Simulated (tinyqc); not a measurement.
Thin-body transistor below threshold, two-dimensional Poisson equation on a small mesh: two steps of the calculation.

A thin body on a thick buried insulator of low permittivity, taken as carrying no normal field at the bottom of the body (row 0). Mobile charge is neglected (subthreshold), the body is fully depleted, and potentials are counted from the intrinsic level; rows run upward to the gate, columns from source to drain.

Question 1. The linear system. Unknowns (row, column) in the order listed; A has up + dn + 2 lat on the diagonal and -up, -dn, -lat towards free neighbours; b holds s and the terms of fixed neighbours. Fixed values: gate row Vg - Vfb; column 0 at Vbi and the last column at Vbi + Vd in the semiconductor, each running linearly to Vg - Vfb across the insulator.

fixed values (free nodes shown as 0) (V):
```
             j=0        j=1        j=2        j=3        j=4
row 0  0.5100000  0.0000000  0.0000000  0.0000000  1.2100000
row 1  0.5100000  0.0000000  0.0000000  0.0000000  1.2100000
row 2  0.5100000  0.0000000  0.0000000  0.0000000  1.2100000
row 3  0.1300000  0.1300000  0.1300000  0.1300000  0.1300000
```

up, row 0 to 2: [62.1, 62.1, 29.347826]
dn, row 0 to 2: [0, 62.1, 62.1]
lat, row 0 to 2: [1.5333333, 3.0666667, 2.4916667]
s, row 0 to 2 (V): [0, 0, 0]

Wanted: A; b.

Answer 1.

A:
```
       (0,1)  (0,2)  (0,3)  (1,1)  (1,2)  (1,3)  (2,1)  (2,2)
(0,1)   65.2   -1.5    0.0  -62.1    0.0    0.0    0.0    0.0
(0,2)   -1.5   65.2   -1.5    0.0  -62.1    0.0    0.0    0.0
(0,3)    0.0   -1.5   65.2    0.0    0.0  -62.1    0.0    0.0
(1,1)  -62.1    0.0    0.0  130.3   -3.1    0.0  -62.1    0.0
(1,2)    0.0  -62.1    0.0   -3.1  130.3   -3.1    0.0  -62.1
(1,3)    0.0    0.0  -62.1    0.0   -3.1  130.3    0.0    0.0
(2,1)    0.0    0.0    0.0  -62.1    0.0    0.0   96.4   -2.5
(2,2)    0.0    0.0    0.0    0.0  -62.1    0.0   -2.5   96.4
(2,3)    0.0    0.0    0.0    0.0    0.0  -62.1    0.0   -2.5

       (2,3)
(0,1)    0.0
(0,2)    0.0
(0,3)    0.0
(1,1)    0.0
(1,2)    0.0
(1,3)  -62.1
(2,1)    0.0
(2,2)   -2.5
(2,3)   96.4
```

b (V): (0,1) 0.782, (0,2) 0.000, (0,3) 1.855, (1,1) 1.564, (1,2) 0.000, (1,3) 3.711, (2,1) 5.086, (2,2) 3.815, (2,3) 6.830

Question 2. Jacobi sweep. Free nodes: rows 0..2, columns 1..3, taken row by row from row 0, left to right. t = (up psi(above) + dn psi(below) + lat [psi(left) + psi(right)] + s)/(up + dn + 2 lat), with all neighbours from the previous sweep; psi(new) = t.

psi after iteration 1 (V):
```
             j=0        j=1        j=2        j=3        j=4
row 0  0.5100000  0.6850000  0.8600000  1.0350000  1.2100000
row 1  0.5100000  0.6850000  0.8600000  1.0350000  1.2100000
row 2  0.5100000  0.5160915  0.6378320  0.7595726  1.2100000
row 3  0.1300000  0.1300000  0.1300000  0.1300000  0.1300000
```

up, row 0 to 2: [62.1, 62.1, 29.347826]
dn, row 0 to 2: [0, 62.1, 62.1]
lat, row 0 to 2: [1.5333333, 3.0666667, 2.4916667]
s, row 0 to 2 (V): [0, 0, 0]

Find: psi after iteration 2.

Answer 2.

psi after iteration 2 (V):
```
         j=0    j=1    j=2    j=3    j=4
row 0  0.510  0.685  0.860  1.035  1.210
row 1  0.510  0.605  0.754  0.904  1.210
row 2  0.510  0.510  0.626  0.754  1.210
row 3  0.130  0.130  0.130  0.130  0.130
```

Computed by the program tinyqc: `OMP_NUM_THREADS=1 python tinyqc.py 2480044 2480045 out.jsonl`, one thread of a shared Intel Xeon 2.30GHz, about 0.1 s for the whole run.
